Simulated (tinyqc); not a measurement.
Inside a calculation. Method: coherent transport through a tight-binding region between two chains. Computed by tinyqc, a small Python program that keeps every step. Settings: temperature = 300, mu = -0.13. Command: `OMP_NUM_THREADS=1 python tinyqc.py 25522 25523 out.jsonl` (the two numbers bound the seeds that draw the settings). One thread of a shared host (Intel(R) Xeon(R) Processor @ 2.60GHz), about 0.07 s of CPU time with the checks.

## Transmission at E = 0.47 eV

H of the central region (eV):
$$\begin{pmatrix}
0.00000 & -2.38000 & 0.00000 & 0.00000 \\
-2.38000 & 0.00000 & -2.38000 & 0.00000 \\
0.00000 & -2.38000 & 0.00000 & -2.38000 \\
0.00000 & 0.00000 & -2.38000 & 0.00000
\end{pmatrix}$$

Leads: semi-infinite chains with site energy 0:
```
parameter                           value
lead hopping t (eV)              2.850000
coupling to the left lead (eV)   0.890000
coupling to the right lead (eV)  0.990000
left contact site                       1
right contact site                      4
```

E = 0.47000 eV

Surface Green function g = (E - i sqrt(4 t^2 - E^2)) / (2 t^2); self-energy tc^2 g on each contact site; G = (E - H - Sigma)^(-1); Gamma = -2 Im Sigma; T = Gamma_L Gamma_R |G_LR|^2; local density of states -Im G_ii / pi.

g = 0.02893-0.34968i 1/eV

G (1/eV):
$$\begin{pmatrix}
-0.16490-0.08179i & 0.44163+0.03455i & 0.07769+0.07496i & -0.45697-0.04936i \\
0.44163+0.03455i & -0.07894-0.05789i & -0.00587-0.02312i & 0.08010+0.06245i \\
0.07769+0.07496i & -0.00587-0.02312i & -0.07653-0.07040i & 0.44115+0.03703i \\
-0.45697-0.04936i & 0.08010+0.06245i & 0.44115+0.03703i & -0.16722-0.06977i
\end{pmatrix}$$

local density of states (1/eV): [0.02603, 0.01843, 0.02241, 0.02221]

transmission = 0.08022

## Transmission across the band

The same steps on a grid of energies.

T(E):
```
E (eV)            T
-5.4150000  0.00006
-4.8735000  0.00071
-4.3320000  0.01099
-3.7905000  0.29677
-3.2490000  0.03790
-2.7075000  0.04118
-2.1660000  0.10643
-1.6245000  0.82403
-1.0830000  0.24368
-0.5415000  0.08612
0.0000000   0.06527
0.5415000   0.08612
1.0830000   0.24368
1.6245000   0.82403
2.1660000   0.10643
2.7075000   0.04118
3.2490000   0.03790
3.7905000   0.29677
4.3320000   0.01099
4.8735000   0.00071
5.4150000   0.00006
```

levels of the isolated region (eV): [-3.85092, -1.47092, 1.47092, 3.85092]

## Current

I = (2e/h) int T(E) [f(E - mu - V/2) - f(E - mu + V/2)] dE at 300 K with mu = -0.13 eV, the bias not changing H; 2e^2/h = 77.48092 microsiemens; the integral runs over the band on 4001 points.

Current:
```
V (volt)  I (microampere)
0.01000           0.05146
0.05000           0.25734
0.10000           0.51498
0.20000           1.03241
0.40000           2.08473
0.80000           4.33889
```
